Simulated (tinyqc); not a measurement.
# Silicon n-p-n transistor, Gummel numbers and transit times: effect of the temperature

One-dimensional n-p-n transistor in the forward active mode at low injection. In the base p(x) = NB exp(-eta x/wb) and ni(x)^2 = ni^2 exp((g0 + g1 x/wb)/Vt); electrons leave the base at vsat; band spikes at the emitter junction and recombination inside the emitter are ignored.

Nc and Nv are given at 300 K and scale as (T/300 K)^1.5; all else is held fixed. f(x) = p(x) ni^2/ni(x)^2; I(x) = integral from x to wb of f/Dn, plus f(wb)/vsat; base Gummel number GB = I(0); electron density per unit flux n/(J/q) = I/f; base transit time tauB = integral of I/f over the base. ni = sqrt(Nc Nv) exp(-Eg/(2 Vt)), Eg in volts; GE = NE exp(-gE/Vt)(we/Dp + 1/Se); JC = J0 exp(VBE/Vt), J0 = q ni^2/GB; gain limited by back injection GE/GB, by base recombination tb/tauB, together 1/beta = the sum of the inverses; collector layer one-sided, Wc = sqrt(2 eps0 eps_r (Vbc + VCB)/(q NC)), Vbc = Vt ln(p(wb) NC/ni^2), Cjc = eps0 eps_r/Wc; Early voltage VA = GB q p(wb)/(f(wb) Cjc [1/Dn - (eta + g1/Vt)/(wb vsat)]), f(wb) = p(wb) exp(-(g0 + g1)/Vt), p(wb) = NB exp(-eta); tauC = Wc/(2 vsat). Peak fT here means 1/(2 pi (tauB + tauC + Rc Cjc)); base sheet resistance 1/(q mp times the integral of p).

Parameters, values chosen for the exercise; band and dielectric values close to those of silicon:
- Eg = 1.14 eV (band gap)
- eps_r = 11.8 (relative permittivity)
- Nc = 2.82e19 cm^-3 (conduction-band density of states at the reference temperature)
- Nv = 2.67e19 cm^-3 (valence-band density of states at the reference temperature)
- vsat = 1.01e7 cm/s (saturation velocity)
- wb = 56 nm (neutral base width)
- NB = 5.2e17 cm^-3 (base doping at the emitter edge)
- eta = 1 (doping falls as exp(-eta x/wb))
- g0 = 0 eV (gap reduction at the emitter edge of the base)
- g1 = 0 eV (further gap reduction across the base (linear))
- Dn = 4.9 cm^2/s (electron diffusion coefficient in the base)
- NE = 6.8e19 cm^-3 (emitter doping)
- gE = 0.098 eV (gap reduction in the emitter (negative: wider gap))
- we = 57 nm (neutral emitter width)
- Dp = 2.1 cm^2/s (hole diffusion coefficient in the emitter)
- Se = 2e6 cm/s (recombination velocity at the emitter contact)
- tb = 1e-6 s (electron lifetime in the base)
- NC = 1.3e16 cm^-3 (collector doping)
- VCB = 0.1 V (collector-base reverse bias)
- Rc = 9.7 ohm um^2 (emitter plus collector resistance)
- mp = 160 cm^2/(V s) (hole mobility in the base)

Constants: q = 1.602176634e-19 C, kB = 1.380649e-23 J/K, Vt = kB T/q, eps0 = 8.8541878128e-14 F/cm where lengths are in cm. Results are converted to the units shown.

The same in every row: GB (s/cm^4) = 3.946e11; tb/tauB = 3.697e5; tauB (ps) = 2.705; base sheet resistance (kohm) = 21.19.

Results:

| T (K) | GE/GB | beta | VA (V) | tauC (ps) | peak fT (GHz) |
|---|---|---|---|---|---|
| 200 | 1.879 | 1.879 | 10.50 | 1.602 | 36.93 |
| 240 | 4.848 | 4.848 | 10.25 | 1.562 | 37.27 |
| 280 | 9.539 | 9.539 | 9.972 | 1.521 | 37.64 |
| 320 | 15.85 | 15.85 | 9.682 | 1.476 | 38.03 |
| 360 | 23.52 | 23.52 | 9.376 | 1.430 | 38.46 |
| 400 | 32.26 | 32.26 | 9.053 | 1.381 | 38.92 |
| 480 | 51.82 | 51.81 | 8.351 | 1.274 | 39.96 |

Estimate the missing row, T = 440 K.

Computed row:

| T (K) | GE/GB | beta | VA (V) | tauC (ps) | peak fT (GHz) |
|---|---|---|---|---|---|
| 440 | 41.78 | 41.77 | 8.712 | 1.329 | 39.42 |

With this row back in the table: As T goes from 200 to 480, beta rises from 1.88 to 51.8, VA falls from 10.5 to 8.35 V, the peak fT rises from 36.9 to 40.0 GHz and the base sheet resistance stays at 21.2 kohm. The product beta VA changes by a factor of 21.9. Back injection limits the gain in every row. For T = 200, 240 beta is under 5, where charge stored in the emitter, left out, would cut fT markedly.

Range of the model: Heavy doping makes emitter or base degenerate; gE and g0 are to be read as apparent gap changes that include this.

tinyqc, about 0.01 s, one thread, Intel Xeon 2.30GHz (shared host): `OMP_NUM_THREADS=1 python tinyqc.py 2320135 2320136 out.jsonl`
